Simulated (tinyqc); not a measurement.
Free and trapped electrons in a MOS channel with a dense trap tail: two steps of the calculation.

p-type body, charge-sheet picture, full ionisation (an idealisation for deep acceptors), Boltzmann statistics for free electrons. e = Ec - EF at the surface. Acceptor-like traps of density D(E) = D0 + De exp(-E/Ew) at depth E below Ec, from 0 to Eu, hold n_t = integral of D(E)/(1 + exp((e - E)/Vt)). psi = Eg - Vt ln(Nv/Na) - e; N_dep = sqrt(2 eps0 eps_r Na (psi - Vt)/q); n_f = sqrt(N_dep^2 + 2 eps0 eps_r Vt Nc exp(-e/Vt)/q) - N_dep; Vg = Vfb + psi + q (N_dep + n_t + n_f)/Cox, Cox = eps0 eox/tox.

Parameters, values chosen for the exercise; band and dielectric values close to those of 4H silicon carbide:
```
symbol    value         unit                                             meaning
T           300            K                                         temperature
Eg         3.24           eV                                            band gap
eps_r      9.68                                            relative permittivity
Nc       1.7e19        cm^-3              conduction-band density of states at T
Nv      2.47e19        cm^-3                 valence-band density of states at T
eox         3.9                           relative permittivity of the insulator
tox          31           nm                                 insulator thickness
Na       3.5e15        cm^-3                                    acceptor density
Vfb        -2.3            V            flat-band voltage without trapped charge
D0       1.4e10  cm^-2 eV^-1  constant background density of acceptor-like traps
De       1.4e13  cm^-2 eV^-1          density of the tail at the conduction edge
Ew         0.12           eV                            decay energy of the tail
Eu         0.86           eV        depth below Ec down to which the traps reach
mf          100   cm^2/(V s)                          mobility of free electrons
e         0.104           eV                              Ec - EF at the surface
```

Constants: q = 1.602176634e-19 C, kB = 1.380649e-23 J/K, Vt = kB T/q, eps0 = 8.8541878128e-14 F/cm where lengths are in cm. Results are converted to the units shown.

Task 1. Trapped charge. Trapezoid rule on 13 equal steps from 0 to Eu, f = 1/(1 + exp((e - E)/Vt)).

Wanted: E; D(E) f; n_t.

Result 1.

| point | E (eV) | D(E) f (cm^-2 eV^-1) |
|---|---|---|
| 0 | 0 | 2.4645e11 |
| 1 | 0.066154 | 1.5181e12 |
| 2 | 0.13231 | 3.4935e12 |
| 3 | 0.19846 | 2.6244e12 |
| 4 | 0.26462 | 1.5542e12 |
| 5 | 0.33077 | 9.0313e11 |
| 6 | 0.39692 | 5.2640e11 |
| 7 | 0.46308 | 3.0925e11 |
| 8 | 0.52923 | 1.8413e11 |
| 9 | 0.59538 | 1.1203e11 |
| 10 | 0.66154 | 7.0486e10 |
| 11 | 0.72769 | 4.6548e10 |
| 12 | 0.79385 | 3.2754e10 |
| 13 | 0.86000 | 2.4806e10 |

n_t = 7.6147e11 cm^-2

Task 2. Charges and gate voltage. psi, N_dep, n_f and Vg as defined, with the n_t given; free share n_f/(n_f + n_t); apparent mobility mf n_f/(n_f + n_t); gate voltage spent on traps q n_t/Cox.

n_t = 7.6147262e11 cm^-2

Find: psi; N_dep; n_f; Vg; free share; apparent mobility; gate voltage spent on traps.

Result 2.

psi = 2.907 V
N_dep = 3.285e11 cm^-2
n_f = 1.098e11 cm^-2
Vg = 2.332 V
free share = 12.60 %
apparent mobility = 12.60 cm^2/(V s)
gate voltage spent on traps = 1.095 V

Program tinyqc, `OMP_NUM_THREADS=1 python tinyqc.py 2222141 2222142 out.jsonl`; Intel Xeon 2.30GHz, shared host, one thread, about 0.02 s.
